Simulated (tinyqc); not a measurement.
Geometry optimisation on the B3LYP (VWN-RPA form)/sto-6g surface (energies and gradients from PySCF), for BeH+, spin multiplicity 1, step by step. One step of it, computed by the program tinyqc.

Task: Step 2: move. Steepest descent, p = -g / 0.15; steps longer than 0.5 bohr are cut back (factor 0.880 here).

positions after step 1 (bohr):
```
,x,y,z
1Be,0.000000,0.000000,0.296934
2H,0.000000,0.000000,2.577342
```

gradient (hartree/bohr):
```
,x,y,z
1Be,0.00000000,0.00000000,0.06023923
2H,0.00000000,0.00000000,-0.06023901
```

Give: positions after step 2.

Result:

positions after step 2 (bohr):
```
,x,y,z
1Be,0.000,0.000,-0.057
2H,0.000,0.000,2.931
```
